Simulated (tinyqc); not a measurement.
Inside a calculation: carbon nanotube by zone folding. Values are carried at full precision from step to step, so a last printed digit may differ when a step is redone from the rounded ones.

Circumference C = n a1 + m a2, a = sqrt3 acc; d = a sqrt(n^2 + nm + m^2)/pi; tan(theta) = sqrt3 m/(2n + m); dR = gcd(2n + m, 2m + n); T = t1 a1 + t2 a2 with t1 = (2m + n)/dR, t2 = -(2n + m)/dR, |T| = sqrt3 pi d/dR; N = 2 (n^2 + nm + m^2)/dR hexagons a cell. On cutting line mu = 0 to N - 1 at x = k|T|/(2 pi) the phases are p1 = 2 pi (-t2 mu + m x)/N, p2 = 2 pi (t1 mu - n x)/N, and E = -/+ t |1 + exp(i p1) + exp(i p2)|.

Constants: hbar^2/2m0 = 3.80998211 eV angstrom^2.

Parameters, chosen for this exercise (near those used for carbon; the results hold for these values, not for the real material): n = 13 (chiral index); m = 8 (chiral index); acc = 1.42 angstrom (bond length); t = 2.83 eV (hopping); mu = 226 (cutting line); x = 0.19 (position on the line).

## Geometry

Form d, theta, dR, t1, t2, N and |T|, and (n - m) mod 3.

d = 14.372 angstrom
theta = 22.17 degrees

dR, t1, t2, N: 1  29  -34  674

|T| = 78.203 angstrom
(n - m) mod 3 = 2

The nearest line misses K by a third of the spacing 2/d: semiconducting in zone folding; chiral, 1348 atoms a cell.

## One point of one line

Form the phases and the energy.

p1, p2 (rad): 71.64621  61.07489

E of the upper band = 1.1590 eV

## Band edges

The three lowest distinct minima of E along the lines, doubled (the transition between mirror bands), against the cone: 2 t acc j/d with j = 1, 2, 4 for semiconducting and 0, 3, 3 for metallic tubes.

Transitions (eV):

| order | zone folding | cone |
|---|---|---|
| 1 | 0.5621 | 0.5592 |
| 2 | 1.0976 | 1.1185 |
| 3 | 2.2380 | 2.2369 |

Trigonal warping puts the first transition +0.5 % and the second -1.9 % from the cone; the two lines lie on opposite sides of K, where the contours bend oppositely. Measured optical lines also hold self-energy and exciton terms.

## Mass at the first band edge

Cone estimate: E^2 = (Eg/2)^2 + (hbar v k)^2, hbar v = 3 t acc/2, Eg = 2 t acc/d, so m/m0 = c Eg/(hbar v)^2, c = hbar^2/2m0.

hbar v = 6.0279 eV angstrom
Eg = 0.5592 eV
mass = 0.0586 m0

Run: tinyqc, `OMP_NUM_THREADS=1 python tinyqc.py 1451362 1451363 out.jsonl`; Intel(R) Xeon(R) Processor @ 2.30GHz, one thread, shared host; about 0.03 s of CPU time with all checks.
